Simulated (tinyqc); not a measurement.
Decay of LO phonons and the hot-phonon bottleneck in the cooling of electrons: one step, computed by the program tinyqc.

n(E, T) = 1/(exp(E/(k_B T)) - 1) is the Bose occupation. Electrons have a temperature T_e; the LO modes within their reach share one occupation N; the decay products stay at the lattice temperature.

Question. Electron and phonon temperatures in closed form. Net emission per electron: [(N + 1) x - N]/tau_sp with x = exp(-hbar omega/(k_B T_e)), a simple two-level balance; steady state of the modes: n [(N + 1) x - N]/tau_sp = N_m (N - N_0)/tau; power per electron P = hbar omega [(N + 1) x - N]/tau_sp. With p = P tau_sp/(hbar omega): N = N_0 + r p and x = (p + N)/(N + 1); without hot phonons N = N_0. The mode temperature T_LO solves n(hbar omega, T_LO) = N.

Inputs (values chosen for the exercise, modelled on gallium arsenide): LO energy hbar omega = 36.9 meV; lattice temperature T = 400 K; power supplied per electron P = 0.52 nW.

Decay channel: two unequal phonons (Ridley).

emission time tau_sp = 153.5396 fs

equilibrium LO occupation N_0 = 0.5216793

bottleneck ratio r = 0.4133263

Constants: e = 1.602176634e-19 C; k_B = 8.617333262e-05 eV/K.

Give: reduced power p; LO occupation N; electron temperature T_e; T_e without hot phonons; mode temperature T_LO.

Answer.

reduced power p = 0.013505

LO occupation N = 0.52726

electron temperature T_e = 412.43 K

T_e without hot phonons = 409.78 K

mode temperature T_LO = 402.63 K
